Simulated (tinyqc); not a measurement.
# Intrinsic and extrinsic failures together

All devices wear out with slope 3.5 and scale t63; the share 0.05 also has a flaw with slope 0.43 and scale 0.01 t63: 1 - F = exp(-(t/t63)^3.5) [1 - 0.05 + 0.05 exp(-(t/(0.01 t63))^0.43)]. W = ln(-ln(1 - F)); the local slope is dW/d ln t.

Inputs (values chosen for the exercise): characteristic time of a test capacitor t63 = 330 s.

Intrinsic and extrinsic failures together:
```
t (s)          F       W  local slope  F of wear-out alone
0.0032  0.002468  -6.003       0.4197            2.839e-18
0.012   0.004274  -5.453       0.4120            2.900e-16
0.048   0.007485  -4.891       0.3976            3.711e-14
0.19     0.01270  -4.360       0.3724            4.580e-12
0.73     0.02035  -3.884       0.3308            5.091e-10
2.9      0.03058  -3.472       0.2623             6.362e-8
11       0.04067  -3.182       0.1697             6.762e-6
43       0.04831  -3.005       0.1238             7.983e-4
170       0.1386  -1.903        2.306              0.09346
650        1.000   2.377        3.483                1.000
```

Read the table: what changes, and by how much?

The local slope goes from 0.420 through a minimum of 0.124 (at t = 43 s among the rows listed) to 3.48. At early times the flawed share sets F, 8.69e14 times the wear-out value in the first row, so a line fitted to the steep upper part says nothing about low percentiles.

Numbers from tinyqc (`OMP_NUM_THREADS=1 python tinyqc.py 2070037 2070038 out.jsonl`; about 0.01 s on one thread of a shared Intel Xeon 2.30GHz).
